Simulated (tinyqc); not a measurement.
Microkinetic model of low-temperature epitaxy from hydride gases: adsorption, hydrogen desorption and rate control: one step, computed by the program tinyqc.

Each hydride molecule needs two free sites and leaves four hydrogen atoms, of which two leave at once as H2; theta is the hydrogen coverage, the site density is 6.78 per nm^2 and one layer is 1.358 angstrom thick.

Question. Coverage and growth rate. With k the hydride and k_H the hydrogen adsorption rate on free pairs and k_d the desorption rate, steady state: 2 (k + k_H)(1 - theta)^2 = k_d theta; growth rate R = k (1 - theta)^2 layers/s; 1 layer/s = 8.148 nm/min. With c = 2 (k + k_H)/k_d the free share is 1 - theta = 2/(1 + sqrt(1 + 4c)).

Inputs (values chosen for the exercise, close to those used for silane and germane on Si(001)): temperature T = 760 C.

Film: silicon-germanium. Order of hydrogen desorption: first.

k = 0.8855022 1/s

k_H = 0 1/s

k_d = 1599.647 1/s

Give: c; hydrogen coverage theta; growth rate R in layers; growth rate G.

Answer.

c = 0.001107

hydrogen coverage theta = 0.001105

growth rate R in layers = 0.8835 layers/s

growth rate G = 7.199 nm/min

The surface is mostly bare: the arrival of hydride limits growth.
